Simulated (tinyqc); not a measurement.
Schottky barrier with interface states (Cowley-Sze model), image lowering and contact resistance: one step, computed by the program tinyqc.

An n-type semiconductor under a metal. The barrier lies between the Schottky-Mott limit phi_M - chi and the Bardeen limit E_g - E_n, E_n being the neutrality level of the interface states; the space-charge term of the full Cowley-Sze expression is left out.

Problem. Depletion layer and image lowering under reverse bias. N_c = 2 M_c (2 pi m_e k_B T/h^2)^(3/2); xi = E_c - E_F solves N = N_c F_1/2(-xi/k_B T) (bisection; full ionisation). F_1/2(eta) = (2/sqrt(pi)) int_0^infinity sqrt(x)/(1 + exp(x - eta)) dx, by the trapezoid rule in t = sqrt(x) with step 0.02 up to t = 12 (for eta < -12 by exp(eta) - exp(2 eta)/2^(3/2)). V_bi = phi_B - xi; W = sqrt(2 eps_s eps_0 (V_bi + V_r - k_B T/e)/(e N)); field at the metal E_m = e N W/(eps_s eps_0); image lowering sqrt(e E_m/(4 pi eps_s eps_0)).

Inputs (values chosen for the exercise, with gap, mass and screening modelled on CdS):
```
quantity                     value   unit
dielectric constant eps_s     8.42      -
electron mass m_e            0.208    m_0
valleys M_c                      1      -
donor density N            5.5e+16  cm^-3
temperature T                  300      K
reverse bias V_r               4.2      V
```

Pinning factor from: interface states.

barrier phi_B = 1.275825 eV

Constants: k_B = 8.617333262e-05 eV/K; m_0 = 9.1093837015e-31 kg; k_B = 1.380649e-23 J/K; h = 6.62607015e-34 J s; eps_0 = 8.8541878128e-12 F/m; e = 1.602176634e-19 C.

Give: N_c; xi; built-in voltage V_bi; depletion width W; field E_m; image lowering.

Solution.

N_c = 2.3805e+18 cm^-3

xi = 0.097192 eV

built-in voltage V_bi = 1.1786 V

depletion width W = 300.95 nm

field E_m = 3.5572e+05 V/cm

image lowering = 0.077997 eV
